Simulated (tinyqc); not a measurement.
# Square on-chip spiral inductor, lumped pi model: effects of single changes

Outer diameter do = di + 2 n wd + 2 (n - 1) sp, mean da = (do + di)/2, fill p = (do - di)/(do + di), length l = 4 n da. L = 2.34 mu0 n^2 da/(1 + 2.75 p), mu0 = 4 pi 1e-7 H/m. Rs = rho l/(wd delta (1 - exp(-th/delta))), delta = sqrt(rho/(pi f mu0)). Cs = n wd^2 eps0 eo/hu across the coil. At each end Cox = l wd eps0 eo/(2 ho) leads to the substrate branch Rsi = 2 rs he/(l wd) in parallel with Csi = l wd eps0 11.7/(2 he). With one end grounded Y = 1/(Rs + i w L) + i w Cs + 1/[1/(i w Cox) + 1/(1/Rsi + i w Csi)], w = 2 pi f; Q = -Im Y/Re Y. Eddy currents in neighbouring turns and in the substrate are left out.

Values chosen for this exercise; values of the order met in silicon radio-frequency processes:
```
symbol,value,unit,meaning
n,4.5,,number of turns
wd,20,um,line width
sp,2,um,space between turns
di,100,um,inner diameter
th,3.4,um,metal thickness
rho,2.2,uohm cm,metal resistivity
ho,9.4,um,oxide below the coil
hu,1.4,um,oxide between coil and underpass
eo,3.9,,relative permittivity of the oxide
rs,20,ohm cm,substrate resistivity
he,50,um,effective spreading depth in the substrate
f,1,GHz,frequency
```

Constants: eps0 = 8.8541878128e-12 F/m. Results are converted to the units shown.

Each table varies one quantity; the others keep the values above.

## Quality factor against frequency

Apparent inductance Im(1/Y)/w; share of the loss Re(substrate branch)/Re Y.

Quality factor against frequency:
```
f (GHz)  Rs (ohm)  w L/Rs      Q  apparent inductance (nH)  loss in the substrate (%)
0.12        1.457   2.578  2.577                     4.985                   0.003026
0.19        1.545   3.851  3.845                     4.989                    0.01660
0.31        1.668   5.819  5.793                     4.999                     0.1041
0.51        1.837   8.694  8.559                     5.026                     0.6641
0.84        2.066   12.73  11.94                     5.098                      3.949
1.4         2.390   18.34  13.91                     5.295                      19.21
2.2         2.779   24.79  10.93                     5.728                      48.95
3.7         3.391   34.17  4.914                     7.115                      78.63
6           4.170   45.05  1.008                     10.10                      91.01
```

Q goes from 2.58 through a maximum of 13.9 (at f = 1.4 GHz among the rows listed) to 1.01; the exact peak is 13.9 at 1.35 GHz and Q reaches zero at the self-resonance, 7.04 GHz. The share of the substrate rises from 0.00303 to 91.0 %, and the apparent inductance ends at 2.03 times L. At the peak the substrate takes 17.6 % of the loss.

## Effect of the substrate resistivity

Same model as above.

Peak Q and its frequency from a search over f; self-resonance where Im Y = 0; Q at the given f (negative beyond resonance).

The same in every row: L (nH) = 4.983; do (um) = 294.0.

Effect of the substrate resistivity:
```
rs (ohm cm)  peak Q  f of the peak (GHz)  self-resonance (GHz)  Q at f
0.1           20.86                2.556                 5.393   13.96
1             19.17                2.178                 5.405   13.90
3             17.40                1.847                 5.501   13.78
10            15.08                1.490                 6.309   13.41
30            13.50                1.340                 7.259   12.74
100           15.44                1.979                 7.439   12.85
1000          23.42                3.247                 7.457   14.01
10000         25.50                3.535                 7.457   14.18
```

Read the table: what changes, and by how much?

As rs goes from 0.1 to 10000, L stays at 4.98 nH, the peak Q goes from 20.9 through a minimum of 13.5 (at rs = 30 among the rows listed) to 25.5, its frequency goes from 2.56 through a minimum of 1.34 (at rs = 30 among the rows listed) to 3.54 GHz and the self-resonance rises from 5.39 to 7.46 GHz. In this model both a very low and a very high resistivity dissipate little: the first shorts the branch to a pure Cox, the second blocks the current. For rs = 0.1, 1 eddy currents in the substrate, left out, would lower Q markedly.

Program tinyqc, `OMP_NUM_THREADS=1 python tinyqc.py 2302192 2302193 out.jsonl`; Intel Xeon 2.30GHz, shared host, one thread, about 0.01 s.
